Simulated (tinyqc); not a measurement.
Inside a calculation. Model: threshold of a short bulk MOSFET: charge sharing, barrier lowering, narrow width.

Numbers from tinyqc (`OMP_NUM_THREADS=1 python tinyqc.py 2002001 2002002 out.jsonl`; about 0.01 s on one thread of a shared Intel Xeon 2.30GHz). Printed values are rounded.

n-channel device on a p-type body, depletion approximation, full ionisation. Uniform doping N = Na. Vbi from Boltzmann statistics is rough for the degenerate source. Cox = eps0 eox/tox.

Parameters, values chosen for the exercise; band and dielectric values close to those of silicon: temperature T = 300 K; band gap Eg = 1.13 eV; relative permittivity eps_r = 11.6; conduction-band density of states at T Nc = 2.8e19 cm^-3; valence-band density of states at T Nv = 2.67e19 cm^-3; relative permittivity of the gate insulator (close to silicon dioxide) eox = 3.9; insulator thickness tox = 3.1 nm; channel doping Na = 1.1e17 cm^-3; source and drain doping Nsd = 1e20 cm^-3; flat-band voltage for the doping Na Vfb = -0.99 V; junction depth xj = 110 nm; body-source voltage Vbs = -0.5 V; drain-source voltage Vds = 0.05 V; gate width W = 760 nm; shape factor of the fringing depletion at the width edges xw = 0.7854; channel length L = 280 nm.

Constants: q = 1.602176634e-19 C, kB = 1.380649e-23 J/K, Vt = kB T/q, eps0 = 8.8541878128e-14 F/cm where lengths are in cm. Results are converted to the units shown.

## Long-channel threshold and scales

ni = sqrt(Nc Nv) exp(-Eg/(2 Vt)), Eg in volts; 2 pB = 2 Vt ln(N/ni); flat band Vfb - Vt ln(N/Na); Wd = sqrt(2 eps0 eps_r (2 pB - Vbs)/(q N)); body term q N Wd/Cox; long-channel VT0 = flat band + 2 pB + body term; Vbi = Vt ln(N Nsd/ni^2); scale length l = sqrt((eps_r/eox) tox Wd).

N = 1.1e17 cm^-3
2 pB = 0.844816 V
flat band = -0.99 V
Wd = 125.198 nm
body term = 0.198084 V
VT0 = 0.0528999 V
Vbi = 1.02093 V
l = 33.9763 nm

## Short-channel and narrow-width shifts

Charge sharing (trapezoid; it ignores Vds): F = (xj/L)(sqrt(1 + 2 Wd/xj) - 1), lowering = body term times F. Barrier lowering: th = exp(-L/(2 l)) + 2 exp(-L/l), lowering = th [2 (Vbi - 2 pB) + Vds], DIBL = th. Narrow width: rise = body term times xw Wd/W. VT by each model = VT0 - lowering + rise.

F = 0.318239
lowering by charge sharing = 63.0382 mV
th = 0.0167634
lowering of the barrier = 6.74275 mV
DIBL = 16.7634 mV/V
narrow-width rise = 25.6286 mV
VT, charge sharing = 0.0154903 V
VT, barrier lowering = 0.0717858 V

L is 8.24 scale lengths. The charge-sharing lowering is 9.35 times the barrier lowering; the first falls off as 1/L and the second exponentially. Both describe the same loss of gate control, so they are alternatives and are not added.
